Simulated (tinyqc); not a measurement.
Inside a calculation. Model: hydrogen passivation and dissociation of interface defects with a spread of activation energies. Computed by tinyqc, a small Python program that keeps every step. Command: `OMP_NUM_THREADS=1 python tinyqc.py 3005351 3005352 out.jsonl passivation walk`. One thread of a shared host (Intel(R) Xeon(R) Processor @ 2.30GHz), about 0.01 s of CPU time with the checks. Intermediate numbers are printed to about 6 digits and carried at full precision; extremes and crossings named in words are read from the listed rows.

Active defects P react as P + H2 -> HP + H and HP -> P + H; released atomic hydrogen is removed. All defects start active. Activation energies are normally distributed, independently for the two reactions.

Inputs (values chosen for the exercise, for a model interface):
```
quantity                        value    unit
defect density N_0            5.4e+12   cm^-2
mean passivation energy E_f      1.48      eV
spread s_f                       0.12      eV
prefactor k_f0                1.6e-08  cm^3/s
mean dissociation energy E_d     2.82      eV
spread s_d                       0.11      eV
prefactor k_d0                1.4e+13     1/s
dissolved hydrogen [H2]         1e+18   cm^-3
anneal temperature T              670       K
anneal time t                    3300       s
```

Ambient: hydrogen.

Constants: k_B = 8.617333262e-05 eV/K.

## Sites at the mean energies

a = k_f0 [H2] exp(-E_f/k_B T), b = k_d0 exp(-E_d/k_B T); the active share of one kind of site is b/(a + b) + (a/(a + b)) exp(-(a + b) t).

passivation rate a = 0.117890 1/s

dissociation rate b = 8.58870e-09 1/s

active share, single energy = 7.28537e-08

steady active share, single energy = 7.28537e-08

## A five-point average

Gauss-Hermite nodes for a unit normal variable, z = 0, +/-1.355626, +/-2.856970 with weights 0.533333, 0.222076, 0.011257; E_f + s_f z is varied at the mean E_d.

Nodes:
```
z            weight  energy (eV)   rate (1/s)  active share
-2.856970  0.011257      1.13716  4.47003e+01   1.92140e-10
-1.355626  0.222076      1.31732  1.97300e+00   4.35312e-09
0.000000   0.533333      1.48000  1.17890e-01   7.28537e-08
1.355626   0.222076      1.64268  7.04408e-03   1.21936e-06
2.856970   0.011257      1.82284  3.10914e-04   3.58439e-01
```

active share, five points = 0.00403526

Caution: the spread exceeds 1.3 k_B T, so the integrand is step-like and five points are a rough average.

## Average over the spread

Full average: z from -5 to 5 in steps of 0.125 with normalised weights exp(-z^2/2), energy = mean + spread x z, over both energies.

active share = 0.00251344

active defects = 1.35726e+10 cm^-2

The spread changes the active share from 7.29e-8 to 0.00251: sites that passivate slowly or dissociate easily weigh most in the average.

## Isochronal anneals

The formulas are those given above.

Same time, other temperatures:
```
T (K)      a (1/s)      b (1/s)  active share, single energy  active share, spread
450    4.25451e-07  3.66031e-19                  9.98597e-01           9.61499e-01
525    9.92534e-05  1.18938e-14                  7.20697e-01           5.78428e-01
600    5.92471e-03  2.87853e-11                  8.08606e-09           8.68377e-02
675    1.42541e-01  1.23326e-08                  8.65197e-08           1.81872e-03
750    1.81534e+00  1.57240e-06                  8.66172e-07           2.45813e-05
825    1.45567e+01  8.30328e-05                  5.70406e-06           7.76171e-05
900    8.25059e+01  2.26372e-03                  2.74364e-05           2.44575e-04
975    3.58092e+02  3.71141e-02                  1.03633e-04           6.62628e-04
1050   1.26018e+03  4.08060e-01                  3.23706e-04           1.58363e-03
1125   3.74983e+03  3.25900e+00                  8.68350e-04           3.40572e-03
```

The active share is lowest, 2.46e-5, at 750 K of those listed: below, passivation is too slow for this time, and above, dissociation competes. A single energy would promise 8.09e-9 (at 600 K), so among these rows the spread raises the floor by a factor 3000.

## Isothermal kinetics

Times are decades about 1/(a + b) of the mean site. The last column is the part of the change still to come; rows stop once it is below 1e-5.

Against time:
```
t (s)  active share, single energy  active share, spread  unreacted part
0.008                  9.99057e-01           9.92798e-01     9.92798e-01
0.08                   9.90613e-01           9.49432e-01     9.49432e-01
0.8                    9.09999e-01           7.73804e-01     7.73803e-01
8                      3.89412e-01           4.23771e-01     4.23769e-01
80                     8.02580e-05           1.20441e-01     1.20437e-01
800                    7.28537e-08           1.47027e-02     1.46989e-02
8000                   7.28537e-08           6.88811e-04     6.84965e-04
80000                  7.28537e-08           1.49999e-05     1.11515e-05
```

A single energy finishes within about two decades of time. With the spread the unreacted part is 0.95 at 0.08 s and still 0.12 at 80 s, where one energy leaves 8.0e-5: a width of s/k_B T = 2.08 in ln(rate) stretches the decay markedly.

Checks made by the program: the average on a grid twice as fine (relative difference 2e-05).
